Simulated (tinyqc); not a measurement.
Inside a calculation: conductance of a narrow metal strip with scatterers (square lattice, Green functions). Values are carried at full precision from step to step, so a last printed digit may differ when a step is redone from the rounded ones.

A strip of W sites across with hard walls, site energy 0 and hopping -t. Mode n = 1 to W has profile chi_n(j) = sqrt(2/(W + 1)) sin(n j pi/(W + 1)) and energy en = -2t cos(n pi/(W + 1)); E = en - 2t cos(kn a). With z_n = exp(i kn a) (Im k > 0 for closed modes, |z| < 1) each lead gives the self-energy -t z_n in mode n. One column carries the site energies v, here one foreign atom. In the mode basis V_nm = sum_j chi_n(j) v_j chi_m(j), G = (E - en + 2 t z_n - V)^-1, and t_nm = 2t sqrt(sin(kn a) sin(km a)) G_nm in size for open modes. T = sum |t_nm|^2, conductance (2e^2/h) T.

Constants: e^2/h = 3.874045865e-05 S.

Parameters, chosen for this exercise (hopping and spacing of the size met in Cu or Al; the lattice is a model; not measured data):
- t = 1.56 eV (hopping)
- a = 2.44 angstrom (spacing)
- W = 5 (sites across)
- E = -0.84 eV (Fermi energy)
- v = (0, 0, 0, 0, 3.1) eV (site energies in the scattering column)

## Modes at the Fermi energy

For each n: en, cos(kn a) = (en - E)/(2t), z_n and the velocity 2 t a sin(kn a) (zero if closed).

Modes:
```
n  en (eV)  cos(k a)                  z  dE/dk (eV angstrom)
1  -2.7020  -0.59679  -0.59679+0.80239i               6.1085
2  -1.5600  -0.23077  -0.23077+0.97301i               7.4073
3   0.0000   0.26923   0.26923+0.96308i               7.3317
4   1.5600   0.76923   0.76923+0.63897i               4.8644
5   2.7020   1.13526            0.59785               0.0000
```

4 of 5 modes are open, so the clean strip has a resistance of 3227 ohm, whatever its length.

## The scatterer in the mode basis

Form V_nm.

V (eV), lower triangle:
```
         n=1      n=2      n=3      n=4     n=5
n=1   0.2583
n=2  -0.4474   0.7750
n=3   0.5167  -0.8949   1.0333
n=4  -0.4474   0.7750  -0.8949   0.7750
n=5   0.2583  -0.4474   0.5167  -0.4474  0.2583
```

A single site couples every mode that has amplitude on it.

## Green function and transmission

E - en + 2 t z_n = 2t (z_n - cos(kn a)). Invert, form |t_nm|^2 = (2t)^2 Im(z_n) Im(z_m) |G_nm|^2 and sum. The added resistance is 1/(2 (e^2/h) T) less the same for the clean strip.

G (1/eV):
```
                 n=1              n=2              n=3              n=4              n=5
n=1  -0.0189-0.3816i   0.0269-0.0255i  -0.0314+0.0297i   0.0410-0.0388i   0.0266+0.0282i
n=2   0.0269-0.0255i  -0.0385-0.2930i   0.0449-0.0424i  -0.0586+0.0554i  -0.0380-0.0402i
n=3  -0.0314+0.0297i   0.0449-0.0424i  -0.0524-0.2833i   0.0683-0.0646i   0.0444+0.0469i
n=4   0.0410-0.0388i  -0.0586+0.0554i   0.0683-0.0646i  -0.0892-0.4173i  -0.0579-0.0612i
n=5   0.0266+0.0282i  -0.0380-0.0402i   0.0444+0.0469i  -0.0579-0.0612i  -0.5544-0.0397i
```

|t_nm|^2, lower triangle:
```
        n=1     n=2     n=3     n=4  n=5
n=1  0.9149
n=2  0.0104  0.8050
n=3  0.0141  0.0348  0.7494
n=4  0.0159  0.0393  0.0530  0.7236
n=5       0       0       0       0    0
```

T = 3.5280
added resistance = 432 ohm

Mode 4 passes least (0.832) and mode 1 most (0.955); 9.5 % of the transmitted flux changes mode.

## Checks

- Transmitted plus reflected flux against the number of open modes: both 4.00000.

(tinyqc, `OMP_NUM_THREADS=1 python tinyqc.py 1451259 1451260 out.jsonl`, Intel(R) Xeon(R) Processor @ 2.30GHz, 1 thread, shared host, about 0.01 s.)
